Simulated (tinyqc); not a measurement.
From results back to parameters: donors with valley-orbit split 1s states. Three cases, with inputs chosen for the exercise.

Problem. The electron density is given and ND is hidden.

Each donor binds at most one electron, in any of its states. For a site s, W_s = sum over its states of g exp(E/kT), and the ionised share is 1/(1 + W_s exp(eta)), eta = (EF - Ec)/kT; n = Nc F_1/2(eta); neutrality n + NA = ND x (mean ionised share); holes are neglected. Nc from N = 2 (m kB T/(4 pi c))^(3/2) with c = hbar^2/2m0, in 1/angstrom^3; times 1e24 for 1/cm^3, m = md. F_j(eta) = (1/Gamma(j + 1)) integral_0^infinity x^j dx/(1 + exp(x - eta)), which tends to exp(eta) for eta << 0.

Constants: hbar^2/2m0 = 3.80998211 eV angstrom^2; kB = 8.617333262e-05 eV/K.

Case 1.

Values chosen (near those of P in Si; shifted at random, so the results belong to these values and not to a real crystal): md = 1.085 m0 (density-of-states mass of the conduction band); E = (45.3, 33.5, 32.3) meV (binding energies of 1s(A1), 1s(T2), 1s(E)); g = (2, 6, 4) (their degeneracies with spin); T = 225 K; NA = 0 1/cm^3 (compensating acceptors, all ionised).

n = 4.6127e+15 1/cm^3

Case 2.

Values chosen (near those of P in Si; shifted at random, so the results belong to these values and not to a real crystal): md = 1.043 m0 (density-of-states mass of the conduction band); E = (44.5, 33.3, 31.5) meV (binding energies of 1s(A1), 1s(T2), 1s(E)); g = (2, 6, 4) (their degeneracies with spin); T = 250 K; NA = 3.2e+17 1/cm^3 (compensating acceptors, all ionised).

n = 2.2636e+17 1/cm^3

Case 3.

Values chosen (near those of As in Si; shifted at random, so the results belong to these values and not to a real crystal): md = 1.055 m0 (density-of-states mass of the conduction band); E = (54.7, 33.1, 31.9) meV (binding energies of 1s(A1), 1s(T2), 1s(E)); g = (2, 6, 4) (their degeneracies with spin); T = 300 K; NA = 2.3e+14 1/cm^3 (compensating acceptors, all ionised).

n = 1.3658e+15 1/cm^3

Find: eta; mean ionised share; ND.

Solution. n/Nc gives eta, eta and W_s give the ionised share, and ND = (n + NA)/share.

Case 1.

eta = -8.292
mean ionised share = 0.981
ND = 4.7e+15 1/cm^3

Case 2.

eta = -4.494
mean ionised share = 0.594
ND = 9.2e+17 1/cm^3

Case 3.

eta = -9.899
mean ionised share = 0.997
ND = 1.6e+15 1/cm^3

Computed by tinyqc, one run a case: `OMP_NUM_THREADS=1 python tinyqc.py N N+1 out.jsonl` with N = 1652068, 1652132, 1652148; one thread of a shared Intel(R) Xeon(R) Processor @ 2.30GHz, about 0.02 s a run at most.
